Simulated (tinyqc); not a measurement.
Thermal displacements in the Debye model: Debye-Waller factors, bond-length spread and the Lindemann rule: one step, computed by the program tinyqc. Command: `OMP_NUM_THREADS=1 python tinyqc.py 3021594 3021595 out.jsonl debyewaller walk`. One thread of a shared host (Intel(R) Xeon(R) Processor @ 2.30GHz), about 0.01 s of CPU time with the checks.

A Debye spectrum with three branches of one velocity, cut at k_B Theta; 2 atoms per cube, nearest neighbours at d = 0.866025 a.

Task: Lindemann melting temperature. <u_x^2> = (3 hbar^2/(2 M k_B Theta)) int_0^1 s coth(s Theta/(2T)) ds (64 Gauss-Legendre points); it tends to 3 hbar^2/(4 M k_B Theta) at T = 0 and to 3 hbar^2 T/(M k_B Theta^2) at high T. Melting is placed where sqrt(3 <u_x^2>) = x_L d; the classical form gives T_m = M k_B Theta^2 (x_L d)^2/(9 hbar^2).

Inputs (values chosen for the exercise, modelled on molybdenum):

| quantity | value | unit |
|---|---|---|
| atomic mass M | 95.95 | u |
| Debye temperature Theta | 393 | K |
| lattice constant a | 3.147 | angstrom |
| temperature T | 77 | K |
| Lindemann ratio x_L | 0.12 | - |

Structure: bcc.

<u_x^2> = 0.001203003 angstrom^2

Constants: hbar^2/u = 4.18015928e-03 eV angstrom^2; k_B = 8.617333262e-05 eV/K.

Give: Lindemann T_m; classical T_m; ratio sqrt(3 <u_x^2>)/d at T.

Result:

Lindemann T_m = 3629 K

classical T_m = 3631 K

ratio sqrt(3 <u_x^2>)/d at T = 0.02204

The rule is empirical: x_L is fitted within a family of like crystals, and T_m goes as its square.
